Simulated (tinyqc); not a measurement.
Worked calculation: Pariser-Parr-Pople SCF with singles CI, for the molecule c1ccc2[nH]ccc2c1 (SMILES; centres numbered as the heavy atoms are written). One step of it, computed by the program tinyqc.

Task: Iteration 3: Fock matrix. F_rr = H_rr + P_rr gamma_rr / 2 + sum_(s != r) P_ss gamma_rs; F_rs = H_rs - P_rs gamma_rs / 2; E = tr P (H + F) / 2 + core repulsion sum_(r<s) z_r z_s gamma_rs.

P after iteration 2:
```
           1C         2C         3C         4C         5N         6C         7C         8C
1C   1.022271   0.602966  -0.029140  -0.262407   0.113760   0.044310  -0.140084  -0.025952
2C   0.602966   1.013047   0.723106  -0.049305  -0.120105   0.159714   0.050666  -0.258487
3C  -0.029140   0.723106   1.046010   0.568229  -0.125161  -0.070276   0.066080   0.027531
4C  -0.262407  -0.049305   0.568229   1.084439   0.451400  -0.267157  -0.105073   0.553453
5N   0.113760  -0.120105  -0.125161   0.451400   1.599338   0.502853  -0.286594  -0.200680
6C   0.044310   0.159714  -0.070276  -0.267157   0.502853   1.094205   0.770591  -0.062856
7C  -0.140084   0.050666   0.066080  -0.105073  -0.286594   0.770591   1.099120   0.519855
8C  -0.025952  -0.258487   0.027531   0.553453  -0.200680  -0.062856   0.519855   1.042828
9C   0.727969  -0.007378  -0.352802   0.044929   0.065968  -0.173539  -0.035181   0.554178

           9C
1C   0.727969
2C  -0.007378
3C  -0.352802
4C   0.044929
5N   0.065968
6C  -0.173539
7C  -0.035181
8C   0.554178
9C   0.998743
```

core matrix H (eV):
```
            1C          2C          3C          4C          5N          6C          7C          8C
1C  -43.904731   -2.160000    0.000000    0.000000    0.000000    0.000000    0.000000    0.000000
2C   -2.160000  -44.155711   -2.160000    0.000000    0.000000    0.000000    0.000000    0.000000
3C    0.000000   -2.160000  -47.000718   -2.160000    0.000000    0.000000    0.000000    0.000000
4C    0.000000    0.000000   -2.160000  -53.048595   -2.030000    0.000000    0.000000   -2.160000
5N    0.000000    0.000000    0.000000   -2.030000  -59.063020   -2.030000    0.000000    0.000000
6C    0.000000    0.000000    0.000000    0.000000   -2.030000  -47.136379   -2.160000    0.000000
7C    0.000000    0.000000    0.000000    0.000000    0.000000   -2.160000  -46.784730   -2.160000
8C    0.000000    0.000000    0.000000   -2.160000    0.000000    0.000000   -2.160000  -51.239597
9C   -2.160000    0.000000    0.000000    0.000000    0.000000    0.000000    0.000000   -2.160000

            9C
1C   -2.160000
2C    0.000000
3C    0.000000
4C    0.000000
5N    0.000000
6C    0.000000
7C    0.000000
8C   -2.160000
9C  -45.998724
```

repulsion gamma_rs (eV):
```
           1C         2C         3C         4C         5N         6C         7C         8C
1C  11.130000   5.345539   3.871994   3.517359   2.763090   2.429924   2.837012   3.872154
2C   5.345539  11.130000   5.344569   3.872154   2.991827   2.429924   2.630518   3.517359
3C   3.871994   5.344569  11.130000   5.346287   4.012053   2.915316   2.948476   3.872515
4C   3.517359   3.872154   5.346287  11.130000   5.921551   4.046371   4.045268   5.345539
5N   2.763090   2.991827   4.012053   5.921551  16.800000   5.923586   4.367335   4.367523
6C   2.429924   2.429924   2.915316   4.046371   5.923586  11.130000   5.345983   4.046371
7C   2.837012   2.630518   2.948476   4.045268   4.367335   5.345983  11.130000   5.344325
8C   3.872154   3.517359   3.872515   5.345539   4.367523   4.046371   5.344325  11.130000
9C   5.344569   3.871994   3.517455   3.872515   3.116055   2.915316   3.738477   5.346287

           9C
1C   5.344569
2C   3.871994
3C   3.517455
4C   3.872515
5N   3.116055
6C   2.915316
7C   3.738477
8C   5.346287
9C  11.130000
```

Centres (angstrom, eV; a flat drawing with bonds scaled to 1.40 angstrom):
```
centre          x          y  core charge z          W   gamma_rr
1C       2.152000  -0.700000              1  11.160000  11.130000
2C       2.152000   0.700000              1  11.160000  11.130000
3C       0.939000   1.400000              1  11.160000  11.130000
4C      -0.273000   0.700000              1  11.160000  11.130000
5N      -1.605000   1.133000              2  25.600000  16.800000
6C      -2.427000   0.000000              1  11.160000  11.130000
7C      -1.605000  -1.133000              1  11.160000  11.130000
8C      -0.273000  -0.700000              1  11.160000  11.130000
9C       0.939000  -1.400000              1  11.160000  11.130000
```

Give: F; pi energy.

Result:

F (eV):
```
        1C      2C      3C      4C       5N      6C      7C      8C
1C  -5.364  -3.772   0.056   0.461   -0.157  -0.054   0.199   0.050
2C  -3.772  -5.394  -4.092   0.095    0.180  -0.194  -0.067   0.455
3C   0.056  -4.092  -5.611  -3.679    0.251   0.102  -0.097  -0.053
4C   0.461   0.095  -3.679  -6.117   -3.366   0.541   0.213  -3.639
5N  -0.157   0.180   0.251  -3.366  -10.206  -3.519   0.626   0.438
6C  -0.054  -0.194   0.102   0.541   -3.519  -6.183  -4.220   0.127
7C   0.199  -0.067  -0.097   0.213    0.626  -4.220  -5.491  -3.549
8C   0.050   0.455  -0.053  -3.639    0.438   0.127  -3.549  -5.441
9C  -4.105   0.014   0.620  -0.087   -0.103   0.253   0.066  -3.641

        9C
1C  -4.105
2C   0.014
3C   0.620
4C  -0.087
5N  -0.103
6C   0.253
7C   0.066
8C  -3.641
9C  -5.318
```

pi energy = -136.519 eV
